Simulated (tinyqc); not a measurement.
Worked calculation: grain growth, pinning, strength and diffusional creep of a polycrystal or thin film. Computed by tinyqc, a small Python program that keeps every step. Command: `OMP_NUM_THREADS=1 python tinyqc.py 3026856 3026857 out.jsonl grain walk`. One thread of a shared host (Intel(R) Xeon(R) Processor @ 2.30GHz), about 0.01 s of CPU time with the checks. Intermediate numbers are printed to about 5 digits and carried at full precision; extremes and crossings named in words are read from the listed rows.

One mean grain size d describes the structure.

Inputs (values chosen for the exercise, modelled on aluminium):
```
quantity                                    value        unit
shear modulus G                                25         GPa
Burgers vector b                            2.863    angstrom
atomic volume Omega                         16.59  angstrom^3
boundary energy gamma                        0.35       J/m^2
mobility prefactor M0                     1.3e-07   m^4/(J s)
activation energy of boundary motion Q_m     1.07          eV
anneal temperature T                          481           K
anneal time t                                 630           s
initial grain size d0                          35          nm
particle volume fraction f                0.00034           -
particle radius r                             2.8          nm
film thickness h                               80          nm
surface energy gamma_s                       0.83       J/m^2
friction stress sigma_0                        15         MPa
Hall-Petch slope k_y                        0.064   MPa m^0.5
lattice diffusion energy Q_l                 1.49          eV
boundary diffusion energy Q_b               0.885          eV
lattice prefactor D0                      8.2e-05       m^2/s
boundary prefactor delta D0b              2.3e-15       m^3/s
applied stress sigma                          130         MPa
service temperature T_c                       377           K
```

Sample: thin film on a substrate.

Constants: k_B = 8.617333262e-05 eV/K; k_B = 1.380649e-23 J/K.

## Mobility and the sizes at which growth stops

M = M0 exp(-Q_m/(k_B T)). The driving pressure is 2 gamma/d. Zener pinning pressure 3 f gamma/(2 r) stops growth at d_Z = 4 r/(3 f). Grooves where boundaries meet the surface have the angle theta = arcsin(gamma/(2 gamma_s)) and are taken to stop growth at d_h = h/(2 theta), a few film thicknesses; the limit is 1/d_lim = 1/d_Z + 1/d_h.

mobility M = 7.9946e-19 m^4/(J s)

Zener size d_Z = 10980 nm

groove angle theta = 0.21244 rad

groove limit d_h = 188.29 nm

limit d_lim = 185.12 nm

The grooves set the tighter limit.

## Grain size after the anneal

dd/dt = 2 M gamma (1/d - 1/d_lim) integrates to 2 M gamma t = d_lim (d0 - d) + d_lim^2 ln[(d_lim - d0)/(d_lim - d)]; without pinning d^2 = d0^2 + 4 M gamma t.

size without pinning = 43.933 nm

grain size d = 42.220 nm

Pinning holds d to 96 % of the free value.

## Yield stress

Hall-Petch term k_y/sqrt(d). Orowan term 3.06 x 0.4 G b ln(2 rbar/b)/(pi lambda sqrt(1 - nu)) with nu = 1/3, rbar = sqrt(2/3) r, lambda = rbar (sqrt(pi/f) - 2). Film term (threading dislocation, matched substrate, the geometry of an fcc (111) film taken for all cases): 3.464 G b ln(2 h/b)/(4 pi (1 - nu) h). The terms are added to sigma_0.

Hall-Petch term = 311.47 MPa

Orowan term = 43.976 MPa

film term = 234.02 MPa

yield stress = 604.47 MPa

The largest term is the Hall-Petch one. The anneal changed the Hall-Petch term from 342 to 311 MPa.

## Diffusional creep at T_c

Nabarro-Herring rate = 14 sigma Omega D_l/(k_B T d^2), D_l = D0 exp(-Q_l/(k_B T)); Coble rate = 14 pi sigma Omega delta D_b/(k_B T d^3), delta D_b = delta D0b exp(-Q_b/(k_B T)); they are equal at d_x = pi delta D_b/D_l.

Nabarro-Herring rate = 3.2195e-09 1/s

Coble rate = 8.2232e-04 1/s

crossover size d_x = 10784 micrometre

time to 1 % strain = 12.161 s

Boundary diffusion carries the creep, by a factor 260000. Caution: sigma Omega is not small against k_B T, as the linear creep laws assume.

## Strength against creep resistance

Hall-Petch term k_y/sqrt(d).

At T_c and sigma:
```
d (nm)  Hall-Petch term (MPa)  Nabarro-Herring (1/s)  Coble (1/s)  time to 1 % (s)
30                     369.50             6.3764e-09   2.2921e-03       4.3629e+00
100                    202.39             5.7388e-10   6.1886e-05       1.6159e+02
300                    116.85             6.3764e-11   2.2921e-06       4.3627e+03
1000                    64.00             5.7388e-12   6.1886e-08       1.6157e+05
3000                    36.95             6.3764e-13   2.2921e-09       4.3617e+06
10000                   20.24             5.7388e-14   6.1886e-11       1.6144e+08
100000                   6.40             5.7388e-16   6.1886e-14       1.6010e+11
```

From 100 micrometre to 30 nm grains the Hall-Petch term grows 58 times, while the time to 1 % strain shrinks by 10.6 decades. Coble creep rules in 7 of the seven rows (d_x is a millimetre or more). Fine grains resist slip but creep fast. The Hall-Petch value at 30 nm is at the edge of that law, and in a film grains much larger than h lose atoms to the surfaces instead.

## Growth with time

The formulas are those given above.

At T:
```
t (s)   free growth (nm)  pinned growth (nm)  d/d_lim
92                 36.44               36.17  0.19538
310                39.65               38.77  0.20941
920                47.48               45.06  0.24342
3100               68.52               61.33  0.33132
9200              107.34               88.21  0.47653
31000             189.53              131.35  0.70954
92000             322.79              168.91  0.91243
310000            590.08              184.69  0.99771
```

The apparent exponent d ln d/d ln t of the pinned growth is at most about 0.33, below the ideal 1/2, and falls to 0.074 in the last rows: the initial size hides the law early and pinning hides it late.

Checks made by the program: d against numerical integration (relative difference 6e-10).
